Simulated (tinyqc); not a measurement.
The mobility curve: inversion-layer mobility, back-scattering and ballistic limit of a field-effect transistor. Computed by tinyqc, a small Python program. Command: `OMP_NUM_THREADS=1 python tinyqc.py 3007151 3007152 out.jsonl mos walk`. One thread of a shared host (Intel(R) Xeon(R) Processor @ 2.30GHz), about 0.01 s of CPU time with the checks.

The charge at the top of the source barrier is fixed by the gate; series resistance and short-channel effects are left out. F_j are Fermi integrals normalised to exp(eta) in the classical limit.

Inputs (values chosen for the exercise, modelled on a strained silicon n-channel): weight w of the inversion charge = 0.5; permittivity eps = 11.7; phonon mobility at 1 MV/cm and 300 K, mu_ph = 600 cm^2/(V s); roughness mobility at 1 MV/cm, mu_sr = 2300 cm^2/(V s); Coulomb mobility at N_inv = 1e12/cm^2, mu_C = 780 cm^2/(V s); electrical oxide thickness t_inv = 4.1 nm; depletion charge N_dep = 2.1e+12 1/cm^2; temperature T = 300 K.

Statistics at the top of the barrier: Fermi-Dirac.

Constants: eps_0 = 8.8541878128e-12 F/m; e = 1.602176634e-19 C.

Method. N_inv = 3.9 eps_0 (V_G - V_T)/(e t_inv); effective field E_eff = e (N_dep + w N_inv)/(eps eps_0). mu_phonon = mu_ph (E_eff/1 MV/cm)^(-0.3) (T/300 K)^(-1.75); mu_rough = mu_sr (E_eff/1 MV/cm)^(-2); mu_Coulomb = mu_C (N_inv/1e12 cm^-2) (T/300 K); Matthiessen's rule adds 1/mu.

Mobilities (cm^2/(V s)):
```
V_G - V_T (V)  N_inv (1/cm^2)  E_eff (MV/cm)  phonon  roughness  Coulomb   total
0.03               1.5770e+11        0.33698  831.52      20254    123.0  106.59
0.06               3.1541e+11        0.34917  822.69      18864    246.0  187.50
0.12               6.3081e+11        0.37356  806.20      16481    492.0  299.99
0.20               1.0514e+12        0.40609  786.26      13947    820.1  390.17
0.35               1.8399e+12        0.46706  753.94      10543   1435.1  472.14
0.50               2.6284e+12        0.52804  726.69       8249   2050.1  503.76
0.75               3.9426e+12        0.62966  689.32       5801   3075.2  513.28
1.00               5.2568e+12        0.73129  659.06       4301   4100.3  501.58
1.50               7.8852e+12        0.93454  612.31       2633   6150.4  459.67
```

The lowest part is Coulomb from 0.0300 to 0.120, phonon from 0.200 to 1.50 V. The total peaks at 513 near E_eff = 0.63 MV/cm: screening lifts it at low density and the field presses it down at high density.

Extremes, crossings and ranges named in words are read from the listed rows.
